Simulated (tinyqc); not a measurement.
Gain against bias and Miller's formula: avalanche multiplication and breakdown of a junction from ionisation integrals. Computed by tinyqc, a small Python program. Command: `OMP_NUM_THREADS=1 python tinyqc.py 3031126 3031127 out.jsonl impact walk`. One thread of a shared host (Intel(R) Xeon(R) Processor @ 2.30GHz), about 0.01 s of CPU time with the checks.

Ionisation coefficients follow the local field. Position x runs through the depletion layer from the p side (x = 0), where electrons enter, to the n side (x = w), where holes enter. The built-in voltage is neglected.

Inputs (values chosen for the exercise, modelled on silicon): electron prefactor a_n = 721000 1/cm; electron field b_n = 1.25e+06 V/cm; hole prefactor a_p = 1.55e+06 1/cm; hole field b_p = 2.04e+06 V/cm; exponent c = 1; permittivity eps = 11.7; doping N of the lightly doped side = 2.4e+14 1/cm^3.

Junction: one-sided abrupt n+p.

Constants: e = 1.602176634e-19 C; eps_0 = 8.8541878128e-12 F/m.

Method:
- alpha_n = a_n exp(-(b_n/F)^c), alpha_p = a_p exp(-(b_p/F)^c).
- Field F = F_m (1 - s), w = eps eps_0 F_m/(e N), V = F_m w/2, with s = 1 - x/w (the peak lies at the n+ side).
- With Phi(x) = int_0^x (alpha_n - alpha_p) dx': 1 - 1/M_n = I_n = int_0^w alpha_n exp(-Phi) dx and M_p = M_n exp(-Phi(w)); trapezoid rule on 401 even points; breakdown at I_n = 1.
- Solve I_n(F_m) = 1.
- Miller's exponent n is defined by 1 - 1/M = (V/V_B)^n for the larger M.

breakdown voltage = 765.549 V

critical field F_m = 0.238394 MV/cm

Gain:
```
V/V_B   V (V)  F_m (MV/cm)     M_n     M_p  Miller exponent n
0.50   382.77      0.16857    1.24  1.0030             2.3775
0.60   459.33      0.18466    1.62  1.0117             1.8797
0.70   535.88      0.19945    2.52  1.0377             1.4176
0.80   612.44      0.21323    4.94  1.1189             1.0125
0.90   688.99      0.22616   14.34  1.4557             0.6862
0.95   727.27      0.23236   35.53  2.2304             0.5566
0.98   750.24      0.23600  101.61  4.6554             0.4896
0.99   757.89      0.23720  212.66  8.7340             0.4690
```

What follows from these numbers?

The larger gain passes 2 between 0.600 and 0.700 of V_B and reaches 213 at 0.99. Miller's exponent runs from 0.47 to 2.4, so it is not a constant: a fit holds over a narrow range only. From the first row to the last the voltage grows by a factor 1.98 and the peak field by 1.41.

Extremes, crossings and ranges named in words are read from the listed rows.
